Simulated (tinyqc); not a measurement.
Six-band hole subbands of a thin body in a field: sweeps and comparisons. A value that a table varies takes the place of the one given here.

Basis X, Y, Z times spin, hole energies counted downwards from the unstrained edge (the hydrostatic shift is left out), c = hbar^2/2m0. For a symmetric tensor T let C(T) have C_XX = L Txx + M (Tyy + Tzz), C_XY = N Txy (cyclic), L = c (g1 + 4 g2), M = c (g1 - 2 g2), N = 6 c g3. k = q + kz n, n the unit normal, q = k1 u + k2 v with u along the channel [1-10] and v = n x u. H = C(k k^T) + (Dso/3)(1 - L.sigma) - B + e F z with (L_k)_ij = -i epsilon_kij; B is the block C built from the traceless strain with 2b, -b and sqrt(3) d in place of L, M, N. Strain: exx = eyy = (s11 + s12) sx/2, ezz = s12 sx, exy = -s44 sx/4. Hard walls at z = 0 and t; basis sin(j pi z/t), j = 1 to Nz: kz^2 = (j pi/t)^2, kz = -i D with D_jl = 4 j l/(t (j^2 - l^2)), z_jj = t/2 and z_jl = -8 t j l/(pi (j^2 - l^2))^2 for j + l odd; 1 MV/cm = 0.01 eV/angstrom.

Nz = 14. E1 is the top subband at q = 0, gap the distance to the next pair, and the masses are c q^2/(E(q) - E1) at |q| = 0.02 1/angstrom (mean of the spin pair) along the channel [1-10] and across it in the plane; a dash marks a band that does not rise.

Constants: hbar^2/2m0 = 3.80998211 eV angstrom^2.

Parameters, chosen for this exercise (near those of a p-type Si channel; the results hold for these values, not for the real material):
```
symbol  value                 unit      meaning
g1      4.29                            Luttinger gamma1
g2      0.34                            gamma2
g3      1.45                            gamma3
Dso     0.045                 eV        spin-orbit splitting
b       -2.08                 eV        tetragonal potential
d       -4.83                 eV        trigonal potential
S       (7.71, -2.18, 12.83)  1/TPa     compliances s11, s12, s44
face    110                             surface
t       95                    angstrom  body thickness
F       0.2                   MV/cm     field across the body
sx      -1.5                  GPa       stress along the channel [1-10], negative in compression
```

## Stress along the channel

Each row has its own sx.

Results:
```
sx (GPa),E1 (meV),gap (meV),m channel,m across
-3.0,-59.7,28.5,0.113,0.277
-2.0,-22.9,28.5,0.114,0.277
-1.0,13.8,28.5,0.115,0.278
-0.5,31.9,28.4,0.116,0.279
0.0,49.7,27.8,0.118,0.280
0.5,66.3,21.1,0.128,0.286
1.0,73.7,15.6,0.230,0.296
```

What does this show, and why?

Under 2 GPa of compression the channel mass goes from 0.118 to 0.114 m0, the mass across from 0.280 to 0.277; the gap to the next subband is 29, 28 and 16 meV at -2, 0 and +1 GPa. The lightest channel mass of the table, 0.113 m0, is at -3.0 GPa. Compression changes the channel mass little here, since confinement on this face has already singled out the orbital that the stress favours.

## Surface orientation and number of bands

Three faces, six bands; and four bands, with Dso set to 1000 eV.

Results:
```
case,E1 (meV),gap (meV),m channel,m across
(001) 6 bands,44.2,69.5,0.149,2.320
(001) 4 bands,63.1,61.1,0.184,0.580
(110) 6 bands,-4.5,28.5,0.114,0.278
(110) 4 bands,45.5,52.4,0.148,0.301
(111) 6 bands,20.6,48.5,0.132,1.027
(111) 4 bands,45.1,48.2,0.165,0.237
```

How do the results move?

With six bands the top subband is shallowest on (110) (-4.5 meV) and deepest on (001). Without the stress E1 would be 89.0, 49.7 and 64.7 meV, so the stress moves it by -44.8, -54.2 and -44.1 meV. The lightest channel mass is on (110) (0.114 m0). Dropping the split-off band moves E1 by 19.0, 50.0 and 24.5 meV and the gap by -8.3, 23.9 and -0.2 meV on the three faces, with Dso = 45 meV.

## What each parameter does

Six bands. Each row changes one parameter from the base and keeps the others.

Results:
```
case,E1 (meV),gap (meV),m channel (m0),m across (m0)
base,-4.5,28.5,0.114,0.278
t = 85 angstrom,-4.5,28.5,0.114,0.278
F = 0.5 MV/cm,28.0,52.3,0.114,0.277
sx = -2 GPa,-22.9,28.5,0.114,0.277
g3 = 1.35,5.4,36.4,0.118,0.278
g2 = 0.39,-2.5,30.1,0.114,0.285
Dso = 0.068 eV,1.0,28.7,0.115,0.278
d = -3.86 eV,3.5,28.5,0.114,0.278
```

What does this show?

The largest shifts from the base row, up to three for each result and ties (the steps differ in size, so this ranks the rows, not the parameters). E1 (meV): F +32.5, sx -18.3, g3 +9.9; unchanged at the printed digits by t. gap (meV): F +23.8, g3 +7.9, g2 +1.6; unchanged at the printed digits by t, sx and d. m channel (m0): g3 +0.004, Dso +0.001; unchanged at the printed digits by t, F, sx, g2 and d. m across (m0): g2 +0.008, F -0.000, sx -0.000; unchanged at the printed digits by t, g3, Dso and d.

(tinyqc, `OMP_NUM_THREADS=1 python tinyqc.py 1280945 1280946 out.jsonl`, Intel(R) Xeon(R) Processor @ 2.30GHz, 1 thread, shared host, about 0.5 s.)
